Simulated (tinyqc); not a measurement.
Short-channel transistor, virtual-source model with series resistance: one step of the calculation.

The current per gate width is the charge at the top of the source barrier (the virtual source) times its velocity times a saturation function; al and be are fitting constants of the model. Units: I in uA/um, Rs in ohm um, so I Rs = 1e-6 I Rs in volts; Q in uC/cm^2, so I = 1e-4 Q vx0 Fsat with vx0 in cm/s.

Task. Current through the series resistance. Intrinsic voltages Vg' = Vgs - I Rs, Vd' = Vds - 2 I Rs. n = n0 + nd Vd', VT = VT0 - dl Vd', Ff = 1/(1 + exp((Vg' - VT + al Vt/2)/(al Vt))), Q = Cinv n Vt ln(1 + exp((Vg' - VT + al Vt Ff)/(n Vt))), Vdsat = (vx0 L/mu)(1 - Ff) + Vt Ff, Fsat = u/(1 + u^be)^(1/be) with u = Vd'/Vdsat, and I(out) = Q vx0 Fsat per width. (Fsat takes the sign of u.) I(new) = I + 0.5 (I(out) - I).

Inputs (values chosen for the exercise):
- T = 250 K (temperature)
- Cinv = 2.34 uF/cm^2 (inversion capacitance)
- vx0 = 2e7 cm/s (velocity at the virtual source)
- mu = 1500 cm^2/(V s) (apparent mobility)
- L = 45 nm (channel length)
- VT0 = 0.375 V (threshold at zero drain voltage)
- dl = 0.169 V/V (drain-induced barrier lowering)
- n0 = 1.54 (subthreshold factor)
- nd = 0.05 1/V (growth of n with drain voltage)
- al = 3.5 (threshold shift (in units of Vt) from weak to strong inversion)
- be = 2 (sharpness of saturation)
- Rs = 30 ohm um (series resistance of each contact)
- Vgs = 0.6 V (gate voltage)
- Vds = 0.6 V (drain voltage)

Constants: q = 1.602176634e-19 C, kB = 1.380649e-23 J/K, Vt = kB T/q. Results are converted to the units shown.

I after iteration 1 = 761.42141 uA/um

Wanted: Vg'; Vd'; VT; Ff; Q; Vdsat; Fsat; I(out); I after iteration 2.

Result.

Vg' = 0.5772 V
Vd' = 0.5543 V
VT = 0.2813 V
Ff = 0.01185
Q = 0.6944 uC/cm^2
Vdsat = 0.05954 V
Fsat = 0.9943
I(out) = 1381 uA/um
I after iteration 2 = 1071 uA/um

Computed by the program tinyqc: `OMP_NUM_THREADS=1 python tinyqc.py 2380058 2380059 out.jsonl`, one thread of a shared Intel Xeon 2.30GHz, about 0.01 s for the whole run.
